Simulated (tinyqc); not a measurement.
Electromigration in a confined line: Blech product, Korhonen stress evolution and Black's law. Which input was changed? Computed by tinyqc, a small Python program. Command: `OMP_NUM_THREADS=1 python tinyqc.py 3013456 3013457 out.jsonl emigr which`. One thread of a shared host (Intel(R) Xeon(R) Processor @ 2.30GHz), about 0.04 s of CPU time with the checks.

The electron wind pushes atoms from the cathode (x = 0) to the anode (x = L); blocking ends build a back stress (tension positive). The input rho is taken not to change with temperature. d sigma/dt = d/dx [kappa (d sigma/dx + G)], with zero flux at both ends and sigma = sigma_0 at t = 0.

Inputs (values chosen for the exercise, close to those used for copper lines):
```
quantity                              value          unit
resistivity rho                        3.05  micro-ohm cm
atomic volume Omega                    11.8    angstrom^3
effective charge number Z*              1.8             -
prefactor D0                        1.2e-08         m^2/s
activation energy E                   0.864            eV
effective modulus B                      17           GPa
critical stress sigma_c                  95           MPa
initial stress sigma_0                   23           MPa
current density j                       1.4       MA/cm^2
line length L                            41            um
test temperature T                      280             C
time as a fraction of L^2/kappa, s     0.25             -
use temperature T_u                     105             C
use current density j_u                 1.7       MA/cm^2
current exponent n                      1.5             -
```

Start: thermal stress.

Constants: e = 1.602176634e-19 C; k_B = 8.617333262e-05 eV/K; k_B = 1.380649e-23 J/K.

Method:
- G = Z* e rho j/Omega; D = D0 exp(-E/(k_B T)); kappa = D B Omega/(k_B T); drift velocity of an unconfined line v = D Z* e rho j/(k_B T). SI: 1 micro-ohm cm = 1e-8 ohm m, 1 MA/cm^2 = 1e10 A/m^2.
- Temperatures in kelvin are T(C) + 273.15.
- At steady state sigma(x) = sigma_0 + G (L/2 - x). A void forms only if the cathode stress reaches sigma_c, that is if j L exceeds (j L)_c = 2 Omega (sigma_c - sigma_0)/(Z* e rho). Time scale tau = L^2/kappa.
- sigma(x, t) = sigma_0 + G L [1/2 - x/L - 4 sum_(m odd) cos(m pi x/L) exp(-m^2 pi^2 s)/(m pi)^2], s = t/tau, summed to m = 399.
- The terms at x = 0 are 4 exp(-m^2 pi^2 s)/(m pi)^2; tau = L^2/kappa.
- Median life t50 = A j^(-n) exp(E/(k_B T)); acceleration factor = t50(use)/t50(test) = (j/j_u)^n exp[(E/k_B)(1/T_u - 1/T)].

Task: One of these inputs alone was changed, within the range given: prefactor D0 (6e-09 to 2.4e-08); activation energy E (0.5 to 1.728); current density j (0.7 to 2.8); test temperature T (150 to 400). Which one, and to what value?

Results:
```
run     acceleration factor  cathode stress at time s (MPa)  critical product (j L)_c (A/cm)
before             3284.685                        222.2294                         1931.798
after              4629.890                        273.4598                         1931.798
```

Result:

Each candidate set to reproduce acceleration factor, and what it then gives:
```
candidate                      range searched  value needed  cathode stress at time s (MPa)  critical product (j L)_c (A/cm)
prefactor D0 (m^2/s)         6e-09 to 2.4e-08     no effect                               -                                -
activation energy E (eV)         0.5 to 1.728        0.8994                          222.23                           1931.8
current density j (MA/cm^2)        0.7 to 2.8         1.760                          273.46                           1931.8
test temperature T (C)             150 to 400         290.7                          222.23                           1931.8
```

Only current density j fits every result: it went from 1.4 to 1.76 MA/cm^2. The next best candidate, activation energy E, misses one result by 19 %.

Caution: the stress exceeds sigma_c: a void would already have formed and relaxed it, so the value is formal.
